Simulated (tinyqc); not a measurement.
Scan in temperature at fixed frequency: admittance spectroscopy and thermally stimulated current of one trap level in a depletion layer. Computed by tinyqc, a small Python program. Command: `OMP_NUM_THREADS=1 python tinyqc.py 3112418 3112419 out.jsonl admit walk`. One thread of a shared host (Intel(R) Xeon(R) Processor @ 2.30GHz), about 0.01 s of CPU time with the checks.

A Schottky junction on n-type material holds one donor-like electron trap; shallow donors are fully ionised and abrupt depletion edges are assumed.

Inputs (values chosen for the exercise, modelled on n-type beta-Ga2O3):
```
quantity                         value    unit
dielectric constant eps           10.2       -
density-of-states mass m         0.271     m_0
shallow doping N               1.4e+15  1/cm^3
trap density N_t               8.1e+13  1/cm^3
trap depth E_t below the band    0.343      eV
capture cross section sigma    9.7e-16    cm^2
band bending V_b                   2.5       V
test frequency f                   200      Hz
```

Constants: k_B = 1.380649e-23 J/K; m_0 = 9.1093837015e-31 kg; h = 6.62607015e-34 J s; k_B = 8.617333262e-05 eV/K; eps_0 = 8.8541878128e-12 F/m; e = 1.602176634e-19 C.

Method:
- N_c = 2 (2 pi m k_B T/h^2)^(3/2), v_th = sqrt(3 k_B T/m), emission rate e_n = sigma v_th N_c exp(-E_t/(k_B T)).
- Where the level crosses the Fermi level capture equals emission, so the trap follows the signal with the rate 2 e_n; G/omega peaks at omega = 2 e_n (the correction for large N_t/N is left out).
- Solve 2 e_n(T_p) = 2 pi f.
- With E_c - E_F = k_B T_p ln(N_c/N): lambda = sqrt(2 eps eps_0 (E_t - (E_c - E_F))/(e^2 N)); traps are empty and charged for x < x_t = w - lambda, and V_b = e (N w^2 + N_t x_t^2)/(2 eps eps_0). High frequency: C_hf = eps eps_0/w. Low frequency: C_lf = eps eps_0 (N + N_t)/(N w + N_t x_t).
- With x = omega/(2 e_n): C = C_hf + (C_lf - C_hf)/(1 + x^2), G/omega = (C_lf - C_hf) x/(1 + x^2); C_hf and C_lf are held at their values at T_p.

peak temperature T_p = 220.970 K

C_hf = 6.45762 nF/cm^2

C_lf = 6.56125 nF/cm^2

Admittance:
```
T (K)  omega/(2 e_n)  C (nF/cm^2)  G/omega (nF/cm^2)
194.5         14.979       6.4581           0.006887
203.3          5.654       6.4608           0.017772
209.9          2.866       6.4689           0.032235
216.6          1.497       6.4896           0.047864
221.0          0.997       6.5096           0.051812
225.4          0.675       6.5288           0.048040
232.0          0.385       6.5479           0.034763
240.9          0.190       6.5577           0.018963
251.9          0.084       6.5605           0.008670
```

What follows from these numbers?

The peak of G/omega is half the step, 0.0518 nF/cm^2. Its full width is near 2 ln(2 + sqrt3) k_B T_p^2/(E_t + 2 k_B T_p) = 29.1 K.

Extremes, crossings and ranges named in words are read from the listed rows.
